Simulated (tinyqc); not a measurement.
Worked calculation: FCI on RHF in the 6-311g basis, for H-, spin multiplicity 1. The basis has no diffuse functions, so it cannot describe the extra electron: this is an exercise in the method, not the real anion. One step of it, computed by the program tinyqc.

Question. FCI: roots. Diagonalise (each vector has its largest component positive (the first on a tie)); all determinants have Ms = 0, so triplets appear too. The lowest singlet root is the correlation energy.

Occupation strings over the orbitals (2 doubly, a alpha, b beta, 0 empty; spin orbitals ordered 1a 1b 2a 2b ...): 200 ab0 a0b ba0 b0a 020 0ab 0ba 002

H - E(HF) between determinants (hartree), order 200, ab0, a0b, ba0, b0a, 020, 0ab, 0ba, 002:
```
[[0.000000, 0.000000, 0.000000, 0.000000, 0.000000, 0.102796, -0.050137, 0.050137, 0.077965],
 [0.000000, 0.425104, 0.049081, -0.102796, 0.050137, -0.011476, -0.084884, 0.015999, 0.082157],
 [0.000000, 0.049081, 2.463793, 0.050137, -0.077965, -0.084884, 0.121542, -0.082157, -0.141426],
 [0.000000, -0.102796, 0.050137, 0.425104, 0.049081, 0.011476, 0.015999, -0.084884, -0.082157],
 [0.000000, 0.050137, -0.077965, 0.049081, 2.463793, 0.084884, -0.082157, 0.121542, 0.141426],
 [0.102796, -0.011476, -0.084884, 0.011476, 0.084884, 0.865049, 0.046990, -0.046990, 0.106288],
 [-0.050137, -0.084884, 0.121542, 0.015999, -0.082157, 0.046990, 2.897017, -0.106288, -0.123437],
 [0.050137, 0.015999, -0.082157, -0.084884, 0.121542, -0.046990, -0.106288, 2.897017, 0.123437],
 [0.077965, 0.082157, -0.141426, -0.082157, 0.141426, 0.106288, -0.123437, 0.123437, 5.242092]]
```

Give: lowest roots of this matrix, relative to E(HF); lowest vectors; <S^2> of these roots; weight of the ground state by excitation level 0, 1, 2, ....

Answer.

lowest roots of this matrix, relative to E(HF) (hartree): [-0.015, 0.316, 0.520, 0.864, 2.387, 2.470, 2.796, 3.060]

lowest vectors, order 200, ab0, a0b, ba0, b0a, 020, 0ab, 0ba, 002:
```
[[0.993, 0.000, 0.000, 0.119],
 [0.003, 0.706, 0.706, -0.032],
 [-0.006, -0.034, -0.002, 0.051],
 [-0.003, 0.706, -0.706, 0.032],
 [0.006, -0.034, 0.002, -0.051],
 [-0.118, 0.000, 0.046, 0.988],
 [0.018, 0.020, 0.027, -0.027],
 [-0.018, 0.020, -0.027, 0.027],
 [-0.012, 0.000, -0.024, -0.023]]
```

<S^2> of these roots: [0.000, 2.000, 0.000, 0.000, 2.000, 0.000, 2.000, 0.000]

weight of the ground state by excitation level 0, 1, 2, ...: [0.985, 0.000, 0.015]
